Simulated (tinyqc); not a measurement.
Inside a calculation. Method: tight binding, honeycomb lattice. Computed by tinyqc, a small Python program that keeps every step. Settings: t1 = 2.3, t2 = 0, phi = 0, delta = 0, points = 6. Command: `OMP_NUM_THREADS=1 python tinyqc.py 23440 23441 out.jsonl` (the two numbers bound the seeds that draw the settings). One thread of a shared host (Intel(R) Xeon(R) Processor @ 2.60GHz), about 0.01 s of CPU time with the checks.

## Bloch Hamiltonian at k

Parameters chosen for this model:
```
parameter     value                        unit
t1         2.300000                 eV, nearest
t2                0       eV, second neighbours
phi               0  rad, phase of t2 (Haldane)
delta             0          eV, +/- on A and B
```

k point k (fractions of the reciprocal vectors): [0.090000, 0.390000]

H_AB = -t1 (1 + exp(-i k.a1) + exp(-i k.a2)); H_AA = delta - 2 t2 sum cos(k.b + phi), H_BB = -delta - 2 t2 sum cos(k.b - phi), b = a1, a2 - a1, -a2.

H(k) at k (eV), order A, B:
```
[[0.000000, -2.469774+2.698477i],
 [-2.469774-2.698477i, 0.000000]]
```

## Levels at k

Diagonalise the Hermitian matrix.

eigenvalues (eV): [-3.658081, 3.658081]

weights |c|^2 of the basis functions, order A, B:
```
[[0.500000, 0.500000],
 [0.500000, 0.500000]]
```

## Bloch Hamiltonian at K

k point K (fractions of the reciprocal vectors): [0.333333, 0.666667]

As before.

H(k) at K (eV), order A, B:
```
[[0.000000, 0.000000],
 [0.000000, 0.000000]]
```

## Levels at K

As before.

eigenvalues (eV): [0.000000, 0.000000]

## Bands along a path

The same steps at evenly spaced points between the labelled ones.

Bands along the path (eV):
```
k             band 1    band 2
G          -6.900000  6.900000
G-K 0.20   -6.502309  6.502309
G-K 0.40   -5.378001  5.378001
G-K 0.60   -3.721478  3.721478
G-K 0.80   -1.819169  1.819169
K                  0         0
K-M 0.20   -0.778001  0.778001
K-M 0.40   -1.421478  1.421478
K-M 0.60   -1.902309  1.902309
K-M 0.80   -2.199479  2.199479
M          -2.300000  2.300000
M-K' 0.20  -2.199479  2.199479
M-K' 0.40  -1.902309  1.902309
M-K' 0.60  -1.421478  1.421478
M-K' 0.80  -0.778001  0.778001
K'                 0         0
```

With 1 band(s) filled, the highest filled level on these points lies at K and the lowest empty one at K: the bands touch or overlap, so there is no gap.
